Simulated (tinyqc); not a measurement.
# Gap voltage and exponent from three temperatures

Inverse problem. At constant current VBE(T) = Vg0 - a T - eta (kB T/q) ln T, where a is a constant. Find Vg0, eta and dVBE/dT at the middle temperature.

Constants: q = 1.602176634e-19 C, kB = 1.380649e-23 J/K. Results are converted to the units shown.

T (K): [330, 360, 390]
VBE at a constant current (V): [0.7029999833, 0.6515496287, 0.5993659506]

Solution. The relation is linear in Vg0, a and eta, so three points give a linear system; the slope is (VBE - Vg0 - eta kB T/q)/T. eta rests on the curvature of VBE(T) alone, so real fits need accuracy of some tens of microvolts or better.

Vg0 = 1.168 V
eta = 3.400
dVBE/dT = -1.728 mV/K

Numbers from tinyqc (`OMP_NUM_THREADS=1 python tinyqc.py 2062145 2062146 out.jsonl`; about 0.02 s on one thread of a shared Intel Xeon 2.30GHz).
